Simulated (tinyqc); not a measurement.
From one set of inputs to another, one input at a time: kinetics of strain relaxation and threading dislocations in mismatched semiconductor layers. Computed by tinyqc, a small Python program. Command: `OMP_NUM_THREADS=1 python tinyqc.py 3015894 3015895 out.jsonl threading ladder`. One thread of a shared host (Intel(R) Xeon(R) Processor @ 2.30GHz), about 0.01 s of CPU time with the checks.

60-degree dislocations on {111} planes of a (001) layer, isotropic elasticity. The Schmid factor is 1/sqrt(6), and a misfit segment relieves strain with b/2.

The inputs printed are set A. Inputs not listed in the table keep their values of set A, so the rows need not describe a real material.

Inputs (values chosen for the exercise, modelled on Si(0.8)Ge(0.2) on Si):

| quantity | value | unit |
|---|---|---|
| misfit f | 0.00862 | - |
| shear modulus G | 66.5 | GPa |
| Poisson ratio nu | 0.27 | - |
| Burgers vector b | 3.88 | angstrom |
| glide activation energy Q | 2.11 | eV |
| velocity prefactor v0 | 33000 | m/s per MPa |
| layer thickness h | 79 | nm |
| anneal temperature T | 680 | K |
| reaction radius r_A | 49 | nm |
| final thickness of a thick uniform layer H | 4.8 | micrometre |
| aspect ratio of a trench | 2.4 | - |

Constants: k_B = 8.617333262e-05 eV/K.

Method. Excess resolved stress tau = (1/sqrt 6) [2 G (1 + nu)/(1 - nu)] (e - e_eq), e_eq = b (1 - nu/4) [ln(h/b) + 1]/(4 pi (1 + nu) h), the Matthews-Blakeslee strain of an uncapped layer; glide velocity v = v0 tau exp(-Q/(k_B T)), tau in MPa. A separate case, a thick relaxed layer. Pair reactions during growth: d rho/dh = -K rho^2 with K = 2 r_A tan(psi) and threads inclined by psi = 45 degrees (the <110> lines of {111} planes), so rho = 1/(K H) for a layer that starts with far more threads than that, as highly mismatched layers do. In a trench along [110] a thread on {111} rises at 54.74 degrees across the width, and leaves through the wall below the height w tan(54.74 degrees) = sqrt(2) w; the share of threads, evenly spread over the floor, that reach the top is max(0, 1 - a/sqrt 2) for the aspect ratio a.

Each row keeps all changes above it:

| input moved | from | to | excess stress tau (MPa) | thread density at H (1/cm^2) | initial velocity (micrometre/s) |
|---|---|---|---|---|---|
| set A | - | - | 643.0 | 2.126e+08 | 4.882e-03 |
| anneal temperature T (K) | 680 | 742 | 643.0 | 2.126e+08 | 9.893e-02 |
| glide activation energy Q (eV) | 2.11 | 1.9 | 643.0 | 2.126e+08 | 2.640e+00 |
| reaction radius r_A (nm) | 49 | 95 | 643.0 | 1.096e+08 | 2.640e+00 |
| shear modulus G (GPa) | 66.5 | 52.9 | 511.5 | 1.096e+08 | 2.100e+00 |
| velocity prefactor v0 (m/s per MPa) | 33000 | 35000 | 511.5 | 1.096e+08 | 2.228e+00 |
| layer thickness h (nm) | 79 | 40 | 407.7 | 1.096e+08 | 1.776e+00 |
| final thickness of a thick uniform layer H (micrometre) | 4.8 | 2.4 | 407.7 | 2.193e+08 | 1.776e+00 |

Excess stress tau goes from 643 to 408, a factor 0.634 in all. The largest single move comes from shear modulus G (a factor 0.795). Thread density at H goes from 2.13e8 to 2.19e8, a factor 1.03 in all. The largest single move comes from final thickness of a thick uniform layer H (a factor 2.00), and reaction radius r_A works against it (a factor 0.516). Initial velocity goes from 0.00488 to 1.78, a factor 364 in all. The largest single move comes from glide activation energy Q (a factor 26.7). The single moves hold for this order of the switches; the total does not depend on the order.

Caution (all rows): at this small misfit a layer may start with fewer threads than 1/(K H), which is then only an upper bound.

Extremes, crossings and ranges named in words are read from the listed rows.
